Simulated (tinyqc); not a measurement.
# Vertical double-diffused power MOSFET, components of the on-resistance: On-resistance against the channel mobility

Stripe cells of pitch Wp + a, two channels a cell. Current flows through the channels, spreads in the accumulation layer, passes the gap between the p bodies and spreads at 45 degrees into the drift layer below them. Low drain voltage, full ionisation.

Triangular field at breakdown with Ec = Kc N^(1/8): BV = eps0 eps_r Ec^2/(2 q N), so N = (eps0 eps_r Kc^2/(2 q BV))^(4/3); W = 2 BV/Ec; mu = mud (T/300 K)^(-bt); rho = 1/(q mu N); ideal resistance rho W. Pitch p = Wp + a, Cox = 3.9 eps0/tox; zero-bias depletion in the gap w0 = sqrt(2 eps0 eps_r Vbi/(q N Nj)), open gap g = a - 2 w0; R_ch = Lc p/(2 mch Cox Vov); R_acc = 0.6 a p/(4 mac Cox Vov), 0.6 being an empirical factor for current leaving the layer along its length; R_gap = (rho/Nj) xp p/g; spreading depth t = min(W, (p - g)/2); R_drift = (rho p/2) ln((g + 2 t)/g) + rho (W - t); R_on = the sum with Rs.

Values chosen for this exercise; bulk values close to those of gallium nitride: temperature T = 350 K; relative permittivity eps_r = 9.37; critical-field constant Kc = 25600 V/cm per (cm^-3)^(1/8); rated breakdown voltage of the drift layer BV = 6500 V; drift mobility at 300 K mud = 879 cm^2/(V s); temperature exponent of the drift mobility bt = 2.3; gate oxide thickness (eps_r 3.9) tox = 54 nm; gate overdrive Vov = 13 V; accumulation-layer mobility mac = 120 cm^2/(V s); channel length Lc = 1.4 um; width of the p body in one cell, channels included Wp = 4.6 um; gap between neighbouring p bodies a = 4.1 um; depth of the p body xp = 1.5 um; doping of the gap over the drift doping Nj = 1; built-in voltage of the body junction Vbi = 3.02 V; substrate and contact resistance Rs = 0.17 mohm cm^2.

Constants: q = 1.602176634e-19 C, eps0 = 8.8541878128e-14 F/cm where lengths are in cm. Results are converted to the units shown.

The same in every row: R_acc (mohm cm^2) = 0.53635; R_gap (mohm cm^2) = 5.8150; R_drift (mohm cm^2) = 41.209; ideal (mohm cm^2) = 38.540.

Results:
```
mch (cm^2/(V s))  R_ch (mohm cm^2)  R_on (mohm cm^2)  largest term
5                           14.652            62.381         drift
10                          7.3258            55.056         drift
20                          3.6629            51.393         drift
40                          1.8314            49.561         drift
70                          1.0465            48.776         drift
300                        0.24419            47.974         drift
500                        0.14652            47.876         drift
```

Estimate the missing row, mch = 100 cm^2/(V s).

Computed row:
```
mch (cm^2/(V s))  R_ch (mohm cm^2)  R_on (mohm cm^2)  largest term
100                        0.73258            48.462         drift
```

With this row back in the table: R_on falls from 62.4 to 47.9 mohm cm^2. The drift term is the largest at mch = 5 and in all other rows. R_on is 1.62 times the ideal drift resistance in the first row and 1.24 times in the last.

Program tinyqc, `OMP_NUM_THREADS=1 python tinyqc.py 2230136 2230137 out.jsonl`; Intel Xeon 2.30GHz, shared host, one thread, about 0.01 s.
